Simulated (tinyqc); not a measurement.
Nanowire ballistic transistor, top-of-the-barrier model: one step of the calculation.

At the top of the source barrier, states moving towards the drain are filled by the source (Fermi level 0) and states moving back by the drain (Fermi level -q Vd); nothing scatters. U is the shift of the band edge there, set by the capacitances CG, CD and CS (the total) and by the charge. Parabolic one-dimensional subband; the source is grounded.

Problem. Density of states, capacitances and charge at zero bias. N0 = gv sqrt(2 m kB T/pi)/hbar, CG = 2 pi eps0 eox/ln(1 + 2 tox/d), CS = CG/aG, n0 = n at U = 0 and Vd = 0. eta1 = -(E0 + U)/Vt, eta2 = eta1 - Vd/Vt, n = (N0/2)[F_(-1/2)(eta1) + F_(-1/2)(eta2)], F_(-1/2)(x) = (1/sqrt(pi)) int_0^infinity u^(-1/2)/(1 + exp(u - x)) du. UL = -(aG Vg + aD Vd).

Inputs (values chosen for the exercise); mass and valleys close to those of gallium arsenide:
- T = 400 K (temperature)
- m = 0.0676 m0 (effective mass)
- gv = 1 (valley degeneracy)
- eox = 22 (relative permittivity of the gate insulator)
- tox = 2 nm (insulator thickness)
- d = 5 nm (wire diameter)
- aG = 0.95 (gate control CG/CS)
- aD = 0.025 (drain control CD/CS)
- E0 = 0.36 eV (band edge at the barrier top above the source Fermi level at zero bias)
- Vg = 0.62 V (gate voltage)
- Vd = 0.8 V (drain voltage)

Constants: q = 1.602176634e-19 C, kB = 1.380649e-23 J/K, hbar = 1.054571817e-34 J s, m0 = 9.1093837015e-31 kg, Vt = kB T/q, eps0 = 8.8541878128e-14 F/cm where lengths are in cm. Results are converted to the units shown.

Give: N0; CG; CS; n0; UL.

Solution.

N0 = 1.395e6 cm^-1
CG = 20.82 pF/cm
CS = 21.92 pF/cm
n0 = 40.63 cm^-1
UL = -0.6090 eV

Computed by the program tinyqc: `OMP_NUM_THREADS=1 python tinyqc.py 2400093 2400094 out.jsonl`, one thread of a shared Intel Xeon 2.30GHz, about 0.03 s for the whole run.
